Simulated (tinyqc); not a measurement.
Inside a calculation. Model: undoped gate-all-around wire MOSFET, analytic charge model.

Program tinyqc, `OMP_NUM_THREADS=1 python tinyqc.py 2460086 2460087 out.jsonl`; Intel Xeon 2.30GHz, shared host, one thread, about 0.02 s. Printed values are rounded.

An undoped round wire of radius R under an insulator shell and a surrounding gate; long channel, electrons only, n = ni exp((psi - V)/Vt) with V the quasi-Fermi potential (0 at the source, Vd at the drain), constant mobility, no quantisation. The radial Poisson equation gives n(r) = n(0)/(1 - (1 - b) r^2/R^2)^2 with b = Q0/(Q + Q0). Q is the electron charge per area of the wire surface.

Values chosen for this exercise; material values close to those of gallium arsenide: temperature T = 325 K; band gap Eg = 1.42 eV; relative permittivity of the semiconductor eps_r = 12.8; conduction-band density of states at T Nc = 4.87e17 cm^-3; valence-band density of states at T Nv = 1.01e19 cm^-3; relative permittivity of the gate insulator eox = 25.7; insulator thickness tox = 11 nm; wire radius R = 3 nm; gate work function less that of the intrinsic body dphi = 0.04 V; channel mobility mu = 780 cm^2/(V s); gate length L = 1 um; gate voltage Vg = 1.25 V; drain voltage Vd = 0.3 V.

Constants: q = 1.602176634e-19 C, kB = 1.380649e-23 J/K, Vt = kB T/q, eps0 = 8.8541878128e-14 F/cm where lengths are in cm. Results are converted to the units shown.

Range of the model: In a wire this thin, quantum confinement raises the threshold; it is left out. The surface density at the source passes 0.3 Nc, where Boltzmann statistics fail.

## Constants of the wire

ni = sqrt(Nc Nv) exp(-Eg/(2 Vt)), Eg in volts; Cox = eps0 eox/(R ln(1 + tox/R)); Q0 = 4 eps0 eps_r Vt/R; V0 = dphi + Vt ln[8 eps0 eps_r Vt/(q ni R^2)].

ni = 2.16745e7 cm^-3
Cox = 4.92396 uF/cm^2
Q0 = 423.208 nC/cm^2
V0 = 0.808027 V

## Iteration 1: charge at the source by Newton steps in y = ln(Q/Q0)

y at the start = 0

With V = 0 and Q = Q0 exp(y): f = Q/Cox + Vt y + Vt ln(1 + Q/Q0) - (Vg - V0); df/dy = Q/Cox + Vt (1 + Q/(Q + Q0)); y(new) = y - f/(df/dy).

Q = 423.208 nC/cm^2
f = -0.336612 V
df/dy = 0.127958 V
y after iteration 1 = 2.63064

## Iteration 2: charge at the source by Newton steps in y = ln(Q/Q0)

As before.

Q = 5875.23 nC/cm^2
f = 0.900518 V
df/dy = 1.24732 V
y after iteration 2 = 1.90868

## Course of the iteration: charge at the source by Newton steps in y = ln(Q/Q0)

Stop when y changes by less than 1e-11, or after 60 iterations.

Course of the iteration:
```
iteration        y  |change|
1          2.63064      2.63
2          1.90868     0.722
3          1.51557     0.393
4          1.42575    0.0898
5          1.42195   3.79e-3
6          1.42195   6.40e-6
7          1.42195  1.81e-11
8          1.42195         0
```

Converged in 8 iterations. At the end the number of correct digits about doubles with each step.

## Drain current and line charge

Qs = 1754.27 nC/cm^2
Qd = 548.632 nC/cm^2

Q solves Vg - V0 - V = Q/Cox + Vt ln(Q/Q0) + Vt ln(1 + Q/Q0). I = mu (2 pi R/L)[2 Vt (Qs - Qd) + (Qs^2 - Qd^2)/(2 Cox) + Vt Q0 ln((Qd + Q0)/(Qs + Q0))], with Qs at V = 0 and Qd at V = Vd. Electrons per length at the source: 2 pi R Qs/q; surface over centre density: (1 + Qs/Q0)^2.

first term = 0.992889 uA
second term = 4.14521 uA
third term = -0.140584 uA
I = 4.99751 uA
electrons per length = 2.06390 1/nm
surface over centre density = 26.4729

The square-law term makes up 82.9 % of the current.
